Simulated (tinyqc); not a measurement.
Gupta-type many-body potential for a metal. Changing the decay q. Computed by tinyqc, a small Python program. Command: `OMP_NUM_THREADS=1 python tinyqc.py 3003359 3003360 out.jsonl gupta sweep`. One thread of a shared host (Intel(R) Xeon(R) Processor @ 2.30GHz), about 0.02 s of CPU time with the checks.

E_i = sum_j A exp(-p (r_ij/r0 - 1)) - xi rho_i^gamma, with rho_i = sum_j exp(-2 q (r_ij/r0 - 1)); gamma = 1/2 is the tight-binding second-moment form. The crystal is fcc unless stated; d is the neighbour distance and a fixed number of shells is kept.

Inputs (values chosen for the exercise, modelled on lead):
```
quantity,value,unit
repulsion A,0.0935,eV
hopping xi,0.921,eV
decay p,9.45,-
reference distance r0,3.501,angstrom
shells kept,5,-
embedding exponent gamma,0.5,-
```

Surface: (110).

Constants: 1 eV/angstrom^3 = 160.2176634 GPa; 1 eV/angstrom^2 = 16.02176634 J/m^2.

Method:
- fcc shells: d sqrt(k), k = 1..5, with 12, 6, 24, 12, 24 atoms; Omega = d^3/sqrt2.
- Equilibrium: dE/dd = 0; B = d^2 E''(d)/(9 Omega).
- Repulsion and density of one neighbour in each shell, and their sums.
- Each neighbour j of the vacancy loses one repulsive term and one density term: E_v = sum_shells count x {-repulsion - xi [(rho - density)^gamma - rho^gamma]}. (The removed atom returns to a bulk-like site, so its own energy cancels.)
- Second derivatives of E/Omega at equilibrium under homogeneous strain: e_xx = h gives C11; e_xx = -e_yy = h gives 2 (C11 - C12); e_xy = e_yx = h/2 gives C44.
- Cut the crystal without relaxation; an atom in layer l keeps the neighbours that lie below the surface plane. Excess = E_i + E_c. Surface energy = sum of excesses over the layers, divided by the area per surface atom: (sqrt3/2) d^2 for (111), d^2 for (100), sqrt2 d^2 for (110).

One run for each value:
```
decay q,"ratio E_v/E_c, E_c = xi rho^gamma less the repulsive energy",Cauchy pressure C12 - C44 (GPa),bulk modulus B (GPa),surface energy (J/m^2)
2.13,0.34750,9.801,29.196,0.48348
2.39,0.32733,11.752,31.091,0.43735
2.66,0.30409,14.215,33.366,0.39882
2.92,0.27931,17.094,35.848,0.36717
3.18,0.25199,20.573,38.628,0.33848
3.44,0.22191,24.784,41.741,0.31099
3.71,0.18746,30.123,45.387,0.28215
3.97,0.15083,36.441,49.387,0.25262
```

Over the rows, ratio E_v/E_c, E_c = xi rho^gamma less the repulsive energy falls from 0.348 to 0.151 (exponent d ln y / d ln x -0.52 between the first rows and -3.2 between the last); Cauchy pressure C12 - C44 (GPa) rises from 9.80 to 36.4 (exponent d ln y / d ln x 1.6 between the first rows and 2.8 between the last); bulk modulus B (GPa) rises from 29.2 to 49.4 (exponent d ln y / d ln x 0.55 between the first rows and 1.2 between the last). A larger q/p makes repulsion and band term cancel more closely, so the many-body part weighs more: vacancies get cheaper relative to E_c and the Cauchy pressure grows.
